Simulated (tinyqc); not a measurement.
Frequency dispersion of an accumulation capacitance by border traps, distributed model: two steps of the calculation.

Traps spread evenly through the insulator exchange electrons with the semiconductor by tunnelling, with tau(x) = t0 exp(2 ka x) at depth x from the interface. The admittance per area Y seen at depth x obeys dY/dx = -Y^2/(i w eps0 eox) + q Nb ln(1 + i w tau)/tau, with Y(0) = i w Cs and w = 2 pi f; the gate sees Y(tox) = G + i w C. Working variable y = Y/(i w), in uF/cm^2. Cox = eps0 eox/tox.

Inputs (values chosen for the exercise); permittivity close to that of silicon dioxide:
```
symbol   value         unit                                               meaning
eox       3.84                             relative permittivity of the insulator
tox        8.8           nm                                   insulator thickness
Cs        0.67      uF/cm^2             semiconductor capacitance in accumulation
Nb      7.1e18  cm^-3 eV^-1                               density of border traps
ka         6.1         1/nm  decay constant of the wave function in the insulator
t0       2e-10            s              time constant of a trap at the interface
f         1000           Hz                                             frequency
xe         1.5           nm               depth down to which the steps are taken
```

Constants: q = 1.602176634e-19 C, eps0 = 8.8541878128e-14 F/cm where lengths are in cm. Results are converted to the units shown.

Question 1. Scales and lumped estimate. Cox; trap-free value 1/(1/Cox + 1/Cs); response depth d = ln(1/(w t0))/(2 ka), where w tau = 1; lumped estimate: all traps within d act as C_bt = q Nb d placed at d/2, so C = 1/{1/[1/(1/Cs + d/(2 eps0 eox)) + C_bt] + (tox - d/2)/(eps0 eox)}.

Wanted: Cox; trap-free C; d; C_bt; lumped C.

Answer 1.

Cox = 0.3864 uF/cm^2
trap-free C = 0.2451 uF/cm^2
d = 1.114 nm
C_bt = 0.1267 uF/cm^2
lumped C = 0.2636 uF/cm^2

The traps within reach amount to 0.189 Cs and lie in the first 12.7 % of the insulator.

Question 2. Capacitance and conductance at the gate. Beyond xe the traps are ignored, so 1/y(tox) = 1/y(xe) + (tox - xe)/(eps0 eox); C = Re y, G/w = -Im y, loss tangent G/(w C).

y at xe = 0.61622681-0.01250398i uF/cm^2

Wanted: y at the gate; C; G/w; loss tangent.

Answer 2.

y at the gate = 0.2653-0.0023i uF/cm^2
C = 0.2653 uF/cm^2
G/w = 0.002317 uF/cm^2
loss tangent = 0.008733

Computed by the program tinyqc: `OMP_NUM_THREADS=1 python tinyqc.py 2202174 2202175 out.jsonl`, one thread of a shared Intel Xeon 2.30GHz, about 0.5 s for the whole run.
